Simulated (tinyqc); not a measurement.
Inside a calculation. Method: RHF in the 6-311g basis, for H-, spin multiplicity 1. The basis has no diffuse functions, so it cannot describe the extra electron: this is an exercise in the method, not the real anion. One step of it, computed by the program tinyqc.

Question. Iteration 2: diagonalisation and new density. Diagonalise F' = X^T F X, C = X C', fill 1 alpha and 1 beta electrons from the bottom; D = 2 C_occ C_occ^T. Each column has its largest component positive (the first on a tie).

extrapolated F (hartree):
```
           1H 1s      1H 2s      1H 3s
1H 1s   0.884915  -0.057827  -0.204169
1H 2s  -0.057827   0.139760  -0.049904
1H 3s  -0.204169  -0.049904  -0.016851
```

X:
```
               1          2         3
1H 1s  -1.182805   0.952862  0.349221
1H 2s   2.312658  -0.064800  0.427480
1H 3s  -1.552142  -0.822676  0.370813
```

Give: F' = X^T F X; orbital energies; coefficients C; D after iteration 2.

Answer.

F' = X^T F X (hartree):
```
        1       2       3
1   1.870  -0.978  -0.045
2  -0.978   1.115   0.279
3  -0.045   0.279   0.045
```

orbital energies (hartree): MO1 -0.054, MO2 0.527, MO3 2.556

coefficients C:
```
         MO1     MO2     MO3
1H 1s  0.173   0.185  -1.538
1H 2s  0.052   1.393   1.895
1H 3s  0.877  -1.329  -0.829
```

D after iteration 2:
```
       1H 1s  1H 2s  1H 3s
1H 1s  0.060  0.018  0.304
1H 2s  0.018  0.005  0.091
1H 3s  0.304  0.091  1.538
```
